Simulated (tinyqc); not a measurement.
CMOS latch-up, two-transistor model: one step of the calculation.

A parasitic pnp (emitter at Vdd, base shunted by Rw) and npn (emitter at ground, base shunted by Rs) feed each other: the npn collector current flows out of the pnp base node, the pnp collector current into the npn base node. Forward-active transistors with constant gains: Icn = Isn exp(Vn/Vt), Icp = Isp (exp(Vp/Vt) - 1). A current Ii is injected into the npn base node.

Question. Holding current and voltage. On state with both base-emitter voltages at Von: npn base current Ib = (Von/Rs + bp Von/Rw)/(bn bp - 1), holding current Ih = (bn + 1) Ib + Von/Rs, holding voltage Vh = Vsat + Von + R2 (Ib + Von/Rs).

Parameters, values chosen for the exercise; values close to those of bulk CMOS: current gain of the npn bn = 7.5; current gain of the pnp bp = 3.5; substrate resistance shunting the npn Rs = 490 ohm; well resistance shunting the pnp Rw = 980 ohm; resistance from the pnp collector to the npn base R2 = 160 ohm; base-emitter voltage in the on state Von = 0.81 V; saturation voltage Vsat = 0.18 V; supply voltage Vdd = 1.2 V.

Find: bn bp; Ib; Ih; Vh.

Answer.

bn bp = 26.25
Ib = 0.1800 mA
Ih = 3.183 mA
Vh = 1.283 V

Vh is above Vdd = 1.2 V, so the supply cannot sustain a latched state.

tinyqc, about 0.05 s, one thread, Intel Xeon 2.30GHz (shared host): `OMP_NUM_THREADS=1 python tinyqc.py 2670003 2670004 out.jsonl`
